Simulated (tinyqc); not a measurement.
Thickness of the film: ellipsoidal valleys in the axes of a wafer and a channel.

Valleys with axes a along [111], [1-1-1], [-11-1] and [-1-11], one whole valley each; inverse mass tensor w = 1/mt + (1/ml - 1/mt) a a. Device axes: z = nz/|nz|, x = nx/|nx|, y = z cross x; in them a = (ax, ay, az). Confinement mass mz = 1/w_zz. In the plane w_ij is replaced by u_ij = w_ij - w_iz w_jz/w_zz (i, j = x, y); density-of-states mass md = 1/sqrt(det u); conductivity mass along x mc = 1/u_xx; ballistic transport mass mx = u_yy/det u, width mass my = 1/u_yy.

Hard walls: E_n = c (n pi/t)^2/mz, c = hbar^2/2m0, n = 1, 2, 3. Non-degenerate share of a valley proportional to md sum_n exp(-E_n/kT); mean 1/mc = sum of share/mc. 1 nm = 10 angstrom.

Constants: hbar^2/2m0 = 3.80998211 eV angstrom^2; kB = 8.617333262e-05 eV/K.

Values chosen for the exercise (near those of the L valleys of GaAs; shifted at random, so the results belong to these values and not to a real crystal):
```
symbol  value       unit  meaning
ml      1.941       m0    longitudinal mass
mt      0.076       m0    transverse mass
nz      (1, 1, 0)         surface normal (confinement)
nx      (1, -1, 0)        channel direction
T       400         K     temperature
```

Share of the lowest ladder and mean conductivity mass.

Results:
```
t (nm)  lowest E1 (meV)  spread of E1 (meV)  share of the lowest ladder  mean mc
2.0               444.6               792.3                       1.000   0.0760
3.0               197.6               352.2                       1.000   0.0760
4.0               111.2               198.1                       0.995   0.0763
7.0                36.3                64.7                       0.803   0.0870
10.0               17.8                31.7                       0.646   0.0983
14.0                9.1                16.2                       0.575   0.1044
```

Give the missing row, t (nm) = 5.0.

Computed row:
```
t (nm)  lowest E1 (meV)  spread of E1 (meV)  share of the lowest ladder  mean mc
5.0                71.1               126.8                       0.960   0.0780
```

The spread falls as 1/t^2 and passes kT = 34.5 meV between t = 7 and 10 nm; the share of the lowest ladder goes from 1.000 to 0.575 and the mean mass goes from 0.0760 to 0.1044, against 0.1118 for equal shares, the limit of a thick film (the bulk value 3/(1/ml + 2/mt) is 0.1118). Three subbands a valley become too few once E3 nears kT. In the thinnest rows E1 (445 meV) is beyond the parabolic range; in GaAs the Gamma valley, left out, lies lowest except in the thinnest films.

tinyqc: `OMP_NUM_THREADS=1 python tinyqc.py 1851140 1851141 out.jsonl`; about 0.02 s, one thread, shared Intel(R) Xeon(R) Processor @ 2.30GHz.
